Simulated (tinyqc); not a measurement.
# Abrupt p-n junction, non-linear Poisson equation by Newton steps: effects of single changes

One dimension, p side on the left, n side on the right; net doping C = -Na for x < 0 and +Nd for x > 0. The potential psi is counted from the intrinsic level, and the quasi-Fermi potentials are flat: 0 for holes and -V for electrons, so n = ni exp((psi + V)/Vt) and p = ni exp(-psi/Vt) (Boltzmann statistics, full ionisation, no current).

Parameters, values chosen for the exercise; band and dielectric values close to those of silicon:
- T = 300 K (temperature)
- Eg = 1.1 eV (band gap)
- eps_r = 11.8 (relative permittivity)
- Nc = 2.81e19 cm^-3 (conduction-band density of states at T)
- Nv = 2.7e19 cm^-3 (valence-band density of states at T)
- Na = 7.3e17 cm^-3 (acceptor density of the p side)
- Nd = 4.4e15 cm^-3 (donor density of the n side)
- V = 0.1 V (bias of the p side against the n side)

Constants: q = 1.602176634e-19 C, kB = 1.380649e-23 J/K, Vt = kB T/q, eps0 = 8.8541878128e-14 F/cm where lengths are in cm. Results are converted to the units shown.

Each table varies one quantity; the others keep the values above.

## Capacitance and field against bias

The Poisson equation d/dx(eps0 eps_r dpsi/dx) = -q (p - n + C) is solved on a mesh of more than 1000 nodes that ends in neutral material (psi_p = -Vt ln(Na/ni), psi_n = Vt ln(Nd/ni) - V). C_j = q d/dV of the integral of p over x, from the linearised equation. ni = sqrt(Nc Nv) exp(-Eg/(2 Vt)), Eg in volts. Depletion approximation: Vbi = Vt ln(Na Nd/ni^2), W = sqrt(2 eps0 eps_r (Vbi - V)(1/Na + 1/Nd)/q), xp = W Nd/(Na + Nd), xn = W Na/(Na + Nd), peak field 2 (Vbi - V)/W, capacitance eps0 eps_r/W. The last column applies it to an abrupt Na-Nd junction.

Results:
```
V (V)	peak |E| (kV/cm)	C_j (nF/cm^2)	1/C_j^2 (cm^4/uF^2)	eps0 eps_r/C_j (nm)	abrupt depletion C (nF/cm^2)
0.12	51.64	25.56	1531	408.8	23.55
-0.56	57.53	17.05	3441	612.9	16.53
-1.24	63.18	13.71	5322	762.2	13.46
-1.92	68.61	11.79	7194	886.2	11.64
-2.6	73.83	10.50	9062	994.6	10.41
-3.28	78.87	9.567	1.093e4	1092	9.495
-4.64	88.41	8.262	1.465e4	1265	8.218
-5.32	92.95	7.782	1.651e4	1343	7.747
-6	97.34	7.378	1.837e4	1416	7.348
```

Estimate the missing row, V = -3.96 V.

Computed row:
```
V (V)	peak |E| (kV/cm)	C_j (nF/cm^2)	1/C_j^2 (cm^4/uF^2)	eps0 eps_r/C_j (nm)	abrupt depletion C (nF/cm^2)
-3.96	83.72	8.843	1.279e4	1182	8.788
```

With this row back in the table: With V going from 0.12 to -6 V, C_j falls from 25.6 to 7.38 nF/cm^2 and the peak field rises from 51.6 to 97.3 kV/cm. The slope of 1/C_j^2, read as N = 2/(q eps0 eps_r |slope|), gives 4.25e15 cm^-3 between the first two rows and 4.37e15 cm^-3 between the last two, against Na Nd/(Na + Nd) = 4.37e15 cm^-3; the slopes of all rows agree within 3 %, as for uniform doping at both edges. At the end C_j goes as (Vbi - V)^(-0.51) with Vbi = 0.780 V, and it is 0.41 % above the abrupt depletion formula (at the first row 8.5 % above it).

## Effect of the doping Na

Exact first integral for an abrupt junction with thick neutral sides: psi_p = -Vt ln(Na/ni), psi_n = Vt ln(Nd/ni) - V, psi_j = (Nd psi_n + Na psi_p - Vt (Nd - Na))/(Na + Nd) at the junction, n_j = ni exp((psi_j + V)/Vt), p_j = ni exp(-psi_j/Vt), and E_j^2 = (2 q/(eps0 eps_r)) [Nd (psi_n - psi_j - Vt) + Vt (n_j + p_j)] (minority densities of the neutral sides neglected).

The same in every row: ni (cm^-3) = 1.5865e10.

Effect of the doping Na:
```
Na (cm^-3)	Vbi (V)	W (nm)	share of W on the n side (%)	peak field, depletion (kV/cm)	peak field, exact (kV/cm)
1.5e14	0.56066	2035.2	3.2967	4.5270	5.0806
3.9e14	0.58536	1329.3	8.1420	7.3026	7.1360
1e15	0.60970	903.24	18.519	11.286	10.721
2.7e15	0.63538	645.99	38.028	16.575	15.755
7.2e15	0.66074	517.48	62.069	21.672	20.649
1.9e16	0.68582	462.45	81.197	25.336	24.215
5e16	0.71084	443.84	91.912	27.525	26.812
1.3e17	0.73554	441.31	96.726	28.802	30.710
```

As Na rises, Vbi rises from 0.561 to 0.736 V, 59.5 mV a decade (Vt ln 10), and W falls from 2040 to 441 nm. The exponent d ln W/d ln Na is -0.45 between the first two rows and -0.01 between the last two: the lighter-doped side sets the width, and Na passes Nd = 4.4e15 cm^-3 within the table. The depletion field is 11 % below the exact one in the first row and 6.2 % below it in the last.

Numbers from tinyqc (`OMP_NUM_THREADS=1 python tinyqc.py 2000141 2000142 out.jsonl`; about 0.02 s on one thread of a shared Intel Xeon 2.30GHz).
